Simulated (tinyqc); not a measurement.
# Rectangular fin or nanosheet with a gate all round, subbands and threshold shift from confinement: confinement against the height

Undoped body with a flat potential across it, hard walls, transport along x. One isotropic valley (g = 1, mx = my = mz = me). Non-parabolicity enters the subband edges through E (1 + al E) = gamma, so E = 2 gamma/(1 + sqrt(1 + 4 al gamma)); motion within a subband is taken as parabolic with the band-edge mass. Energies are counted from the bulk band edge.

gamma = C pi^2 [a^2/(my (t + dl)^2) + b^2/(mz (H + dl)^2)], C = hbar^2/(2 m0). Each subband has N_k = g sqrt(2 mx m0 kB T/(pi hbar^2)); without degeneracy n = exp(EF/Vt) sum N_k exp(-E_k/Vt). Classical value Nc times t H, Nc = sum over valleys of 2 g (m m0 kB T/(2 pi hbar^2))^1.5 with m = (mx my mz)^(1/3). Threshold shift dVT = Vt ln(classical value/sum N_k exp(-E_k/Vt)). With degeneracy n = sum N_k F((EF - E_k)/Vt), F(x) = (1/sqrt(pi)) int_0^infinity u^(-1/2) du/(1 + exp(u - x)); gate: Vg = EF + q n/(Cg P), P = 2 (t + H), summed over the 60 lowest subbands at most, with Vg counted from the value that would put EF at the bulk band edge of an empty body. The last two columns are for Vg = 0.5 V; sensitivity d(dVT)/dH by central differences between 0.99 and 1.01 times the value.

Parameters, values chosen for the exercise; masses close to those of InAs:
- T = 400 K (temperature)
- me = 0.0229 m0 (mass at the band edge)
- al = 2.7 1/eV (non-parabolicity)
- t = 12.7 nm (width (along y))
- dl = 0.2 nm (widening of the box by penetration into the insulator)
- Cg = 2.9 uF/cm^2 (gate capacitance per area of interface)

Constants: q = 1.602176634e-19 C, kB = 1.380649e-23 J/K, hbar = 1.054571817e-34 J s, m0 = 9.1093837015e-31 kg, Vt = kB T/q, hbar^2/(2 m0) = 0.0380998212 eV nm^2. Results are converted to the units shown.

Result of one run:
```
E_1 (meV)	gap to the next edge (meV)	dVT (mV)	sensitivity (mV/nm)	n/P (cm^-2)	share of the lowest subband (%)
91.77	30.13	62.16	-0.4609	2.110e12	14.04
```

Which height (along z) H gave this result: 7.6, 9.7, 32 or 40 nm?

H = 32 nm.

The whole series:
```
H (nm)	E_1 (meV)	gap to the next edge (meV)	dVT (mV)	sensitivity (mV/nm)	n/P (cm^-2)	share of the lowest subband (%)
7.6	228.1	116.3	163.6	-26.26	1.002e12	55.78
9.7	179.4	127.9	123.5	-13.62	1.249e12	43.86
12	149.0	136.3	100.3	-7.328	1.436e12	36.00
16	121.4	97.78	81.17	-3.049	1.671e12	27.34
20	107.6	68.37	72.37	-1.577	1.832e12	22.09
25	98.39	46.80	66.56	-0.8577	1.974e12	17.83
32	91.77	30.13	62.16	-0.4609	2.110e12	14.04
40	87.95	19.94	59.33	-0.2717	2.215e12	11.31
```

As H grows from 7.6 to 40 nm, E_1 falls from 228 to 88.0 meV and dVT falls from 164 to 59.3 mV. E_1 goes as H^(-0.99) at the thin end; an error of 0.2 nm moves the threshold by 5.3 mV in the first row and 0.054 mV in the last. The charge per interface area rises from 1.00e12 to 2.21e12 cm^-2. For H = 9.7, 12, 16, 20, 25, 32, 40 the charge in the last two columns would bend the potential across the body noticeably, which is left out.

Range of the model: Non-parabolicity also makes carriers heavier within each subband, which is left out, so densities of states are understated at high energy.

Program tinyqc, `OMP_NUM_THREADS=1 python tinyqc.py 2350002 2350003 out.jsonl`; Intel Xeon 2.30GHz, shared host, one thread, about 0.07 s.
